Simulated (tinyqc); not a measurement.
Where the wafer is too thin: surface photovoltage measurement of the minority-carrier diffusion length in a wafer. Computed by tinyqc, a small Python program. Command: `OMP_NUM_THREADS=1 python tinyqc.py 3130034 3130035 out.jsonl spv walk`. One thread of a shared host (Intel(R) Xeon(R) Processor @ 2.30GHz), about 0.01 s of CPU time with the checks.

Low injection, steady light, a depletion layer much thinner than 1/alpha and L. The excess density dn is taken at the front edge of the neutral region; light that reaches the back is lost.

Inputs (values chosen for the exercise, modelled on p-type silicon at room temperature):
```
quantity                            value        unit
wafer thickness W                     300  micrometre
diffusivity D                        26.7      cm^2/s
front recombination velocity S_f     7900        cm/s
back recombination velocity S_b    670000        cm/s
photon flux entering              1.8e+12  1/(cm^2 s)
```

Method:
- alpha = (84.732/lambda - 76.417)^2 per cm with lambda in micrometre (an empirical fit for silicon between 0.7 and 1.05 micrometre).
- Thick wafer: dn = Phi L/((S_f + D/L)(L + 1/alpha)). Finite wafer, with s = S_b L/D, w = W/L, a = alpha L: dn = [Phi a/(a^2 - 1)] [a - B - exp(-alpha W)(a - s)/(cosh w + s sinh w)]/(S_f + B D/L), B = (sinh w + s cosh w)/(cosh w + s sinh w).
- Readings y = (Phi/dn) (1 + noise x g) at 780, 830, 880, 920, 950, 975 and 995 nm; a least-squares line y = c (1/alpha + L_app) gives L_app = intercept/slope.
- No noise; L is varied at fixed W, and the last two columns set S_b to 0 and to 1e7 cm/s.

Apparent length (micrometre):
```
L        W/L  given S_b  S_b = 0  S_b = 1e7
15    20.000      15.00    15.00      15.00
30    10.000      30.00    30.00      30.00
60     5.000      59.71    60.12      59.70
90     3.333      87.14    91.49      87.13
150    2.000     127.83   163.54     127.75
240    1.250     158.96   292.81     158.79
390    0.769     177.84   510.88     177.60
630    0.476     186.50   759.67     186.22
1200   0.250     190.75   993.41     190.45
```

With a fast back surface L_app levels off, at 190 micrometre in the last row; with a passive one it reaches up to 1.31 times L among these rows and is 993 in the last. All three columns are within 5 % of L down to W/L = 3.3.

Extremes, crossings and ranges named in words are read from the listed rows.
